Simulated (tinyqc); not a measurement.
Domain walls in a thin film with perpendicular anisotropy: Bloch, Neel and chiral walls, motion and stripe domains. Changing the DMI constant D. Computed by tinyqc, a small Python program. Command: `OMP_NUM_THREADS=1 python tinyqc.py 3025161 3025162 out.jsonl mwall sweep`. One thread of a shared host (Intel(R) Xeon(R) Processor @ 2.30GHz), about 0.05 s of CPU time with the checks.

One-dimensional wall: polar angle theta(x), azimuth phi of the moment in the wall (phi = 0 Neel, 90 degrees Bloch). mu_0 = 1.25663706212e-6 T m/A, gamma = 1.76085963023e11 rad/(s T).

Inputs (values chosen for the exercise, for a model film):
```
quantity                      value    unit
saturation magnetisation M_s   1200    kA/m
exchange stiffness A            8.6    pJ/m
uniaxial anisotropy K_u         983  kJ/m^3
thickness t                     2.4      nm
damping alpha                 0.013       -
field mu_0 H_z                  2.7      mT
```

Drive: magnetic field.

Method:
- K_eff = K_u - mu_0 M_s^2/2; Delta = sqrt(A/K_eff); sigma_0 = 4 sqrt(A K_eff); profile theta = 2 arctan exp(x/Delta); quality factor Q = 2 K_u/(mu_0 M_s^2).
- sigma(phi) = sigma_0 + 2 Delta K_D cos^2(phi) - pi D cos(phi), with the wall shape anisotropy K_D = N_x mu_0 M_s^2/2, N_x = t ln 2/(pi Delta). The minimum has cos(phi) = D/D_N for D < D_N = 4 Delta K_D/pi and phi = 0 beyond; sigma turns negative at D_c = (sigma_0 + 2 Delta K_D)/pi.
- Field drive: steady motion v = gamma Delta B/alpha needs B = (alpha/2) [2 B_D sin(phi) - B_K sin(2 phi)] in size, B_K = 2 K_D/M_s, B_D = pi D/(2 M_s Delta), with phi moving from its rest value; the Walker field B_W is the largest value of |B_D sin(phi) - (B_K/2) sin(2 phi)| times alpha, reached at cos(phi) = [d - sqrt(d^2 + 8)]/4, d = B_D/B_K. Far above B_W/alpha, v = gamma Delta B alpha/(1 + alpha^2); this is used for all B above B_W.

One run for each value; columns: (1) DMI constant D (mJ/m^2); (2) Walker field B_W (mT); (3) velocity at B_W (m/s); (4) azimuth phi (degrees); (5) wall energy sigma (mJ/m^2):
```
(1)      (2)    (3)    (4)    (5)
0.010  0.507   71.9  89.06  3.280
0.020  0.518   73.6  88.12  3.280
0.040  0.541   76.9  86.24  3.277
0.079  0.588   83.5  82.56  3.265
0.320  0.891  126.5  58.36  3.017
0.630  1.314  186.6   0.00  2.260
```

Give the missing row, DMI constant D (mJ/m^2) = 0.160.

Computed row; columns: (1) DMI constant D (mJ/m^2); (2) Walker field B_W (mT); (3) velocity at B_W (m/s); (4) azimuth phi (degrees); (5) wall energy sigma (mJ/m^2):
```
(1)      (2)   (3)    (4)    (5)
0.160  0.686  97.5  74.79  3.215
```

Interpolating between the two neighbouring rows (the first column on a logarithmic scale, the others too where they are positive) misses most in azimuth phi (degrees), by 7.3 %. Over the rows, Walker field B_W (mT) rises from 0.507 to 1.31 (exponent d ln y / d ln x 0.033 between the first rows and 0.57 between the last); velocity at B_W (m/s) rises from 71.9 to 187 (exponent d ln y / d ln x 0.033 between the first rows and 0.57 between the last); azimuth phi (degrees) falls from 89.1 to 0.  Left out: 1.30, 2.50 (the wall energy is near zero or negative, and spirals replace domains).

Caution (all rows): below about 3 B_W/alpha the mean velocity lies above the far-field formula, by a factor of roughly 1 + (B_W/(alpha B))^2/2.

Extremes, crossings and ranges named in words are read from the listed rows.
